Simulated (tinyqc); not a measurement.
MOS capacitor on a p-type substrate, surface potential from the exact charge relation: two steps of the calculation.

Uniform p-type substrate, Boltzmann statistics, full ionisation, classical densities. psi is the surface potential against the body (positive when the bands bend down) and u = psi/Vt. Traps are spread evenly over the gap and neutral at flat band, so their charge is -q Dit psi; the minority quasi-Fermi level is shifted by Vb.

Parameters, values chosen for the exercise; band and dielectric values close to those of silicon: temperature T = 273 K; band gap Eg = 1.12 eV; relative permittivity eps_r = 11.6; conduction-band density of states at T Nc = 2.45e19 cm^-3; valence-band density of states at T Nv = 2.34e19 cm^-3; acceptor density of the substrate N = 1.4e15 cm^-3; relative permittivity of the gate insulator (close to silicon nitride) eox = 7.45; insulator thickness tox = 29 nm; fixed charge at the interface, in units of q Nf = -7.2e10 cm^-2; density of interface traps Dit = 1.9e12 cm^-2 eV^-1; reverse bias of the inversion layer against the body Vb = 0 V; gate voltage against the body Vg = 1.53 V.

Constants: q = 1.602176634e-19 C, kB = 1.380649e-23 J/K, Vt = kB T/q, eps0 = 8.8541878128e-14 F/cm where lengths are in cm. Results are converted to the units shown.

Question 1. Newton step for the surface potential. u = psi/Vt; F^2 = exp(-u) + u - 1 + r (exp(u) - u - 1); Qs = -sign(u) Q0 F; Cs = -dQs/dpsi = (Q0/Vt) |1 - exp(-u) + r (exp(u) - 1)|/(2 F). f = Vfb + psi + (q Dit psi - Qs)/Cox - Vg, f' = 1 + (Cs + q Dit)/Cox, psi(new) = psi - f/f'.

psi at the start = 0.75549928 V
Cox = 0.22746103 uF/cm^2
Vfb = -0.81052441 V
Q0 = 3.2923450 nC/cm^2
r = 6.1675518e-13

Wanted: u; F; Qs; Cs; f; f'; psi after iteration 1.

Answer 1.

u = 32.11
F = 9.258
Qs = -30.48 nC/cm^2
Cs = 0.4202 uF/cm^2
f = -0.4399 V
f' = 4.186
psi after iteration 1 = 0.8606 V

Question 2. Charges, field and capacitances at the solution. ni = sqrt(Nc Nv) exp(-Eg/(2 Vt)), Eg in volts; phiF = Vt ln(N/ni); Cox = eps0 eox/tox; Vfb = phiM - chi - (Eg - Vt ln(Nv/N)) - q Nf/Cox; Q0 = sqrt(2 eps0 eps_r q N Vt); r = (ni/N)^2 exp(-Vb/Vt); VT = Vfb + [(2 phiF + Vb)(1 + q Dit/Cox) + sqrt(2 eps0 eps_r q N (2 phiF + Vb))/Cox].

Low frequency: 1/C_LF = 1/Cox + 1/(Cs + q Dit). High frequency, in the simple estimate in which traps and minority carriers do not follow: 1/C_HF = 1/Cox + 1/Cd, Cd being Cs with r = 0 at the same psi. Minority sheet density N_inv = (Q0/(2 q)) int_0^u r (exp(t) - 1)/F(t) dt for u > 0. Oxide field |Qs - q Dit psi + q Nf|/(eps0 eox).

converged psi = 0.81941393 V

Find: Qs; N_inv; oxide field; Cs; C_LF/Cox; C_HF/Cox.

Answer 2.

Qs = -96.553 nC/cm^2
N_inv = 4.8727e11 cm^-2
oxide field = 0.54201 MV/cm
Cs = 1.9738 uF/cm^2
C_LF/Cox = 0.90922
C_HF/Cox = 0.050233

The surface is in strong inversion (borders at |psi| = 0, phiF + Vb and 2 phiF + Vb = 0.661 V). Minority carriers make up 80.9 % of Qs.

Numbers from tinyqc (`OMP_NUM_THREADS=1 python tinyqc.py 2060131 2060132 out.jsonl`; about 0.01 s on one thread of a shared Intel Xeon 2.30GHz).
